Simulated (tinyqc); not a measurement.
# Junction parameters from two forward currents

Inverse problem. D(v) = J1 (exp(v/Vt) - 1) + J2 (exp(v/(2 Vt)) - 1). Find J1, J2 and the voltage 2 Vt ln(J2/J1) near which both parts are equal.

Values chosen for this exercise:
```
symbol  value  unit      meaning
T         300     K  temperature
```

Constants: q = 1.602176634e-19 C, kB = 1.380649e-23 J/K, Vt = kB T/q. Results are converted to the units shown.

junction voltages (V): [0.3, 0.71]
currents (uA/um): [3.0706386e-5, 0.17863243]

Solution. The current is linear in J1 and J2, so two points give two equations.

J1 = 1.100e-13 uA/um
J2 = 9.300e-8 uA/um
crossover = 0.7056 V

Computed by the program tinyqc: `OMP_NUM_THREADS=1 python tinyqc.py 2182244 2182245 out.jsonl`, one thread of a shared Intel Xeon 2.30GHz, about 0.2 s for the whole run.
